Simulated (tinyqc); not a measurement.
Inside a calculation. Method: RHF in the sto-3g basis, for H2, spin multiplicity 1. One step of it, computed by the program tinyqc.

Task: Iteration 2 (converged): orbitals. Diagonalise F' = X^T F X, C = X C', fill 1 alpha and 1 beta electrons from the bottom; D = 2 C_occ C_occ^T. Each column has its largest component positive (the first on a tie).

Fock matrix F (hartree):
```
,1H 1s,2H 1s
1H 1s,-0.283494,-0.517433
2H 1s,-0.517433,-0.283494
```

X:
```
,1,2
1H 1s,1.058159,0.567330
2H 1s,-1.058159,0.567330
```

Give: F' = X^T F X; orbital energies; coefficients C; D after iteration 2.

Result:

F' = X^T F X (hartree):
```
,1,2
1,0.5239,0.0000
2,0.0000,-0.5156
```

orbital energies (hartree): MO1 -0.5156, MO2 0.5239

coefficients C:
```
,MO1,MO2
1H 1s,0.5673,1.0582
2H 1s,0.5673,-1.0582
```

D after iteration 2:
```
,1H 1s,2H 1s
1H 1s,0.6437,0.6437
2H 1s,0.6437,0.6437
```
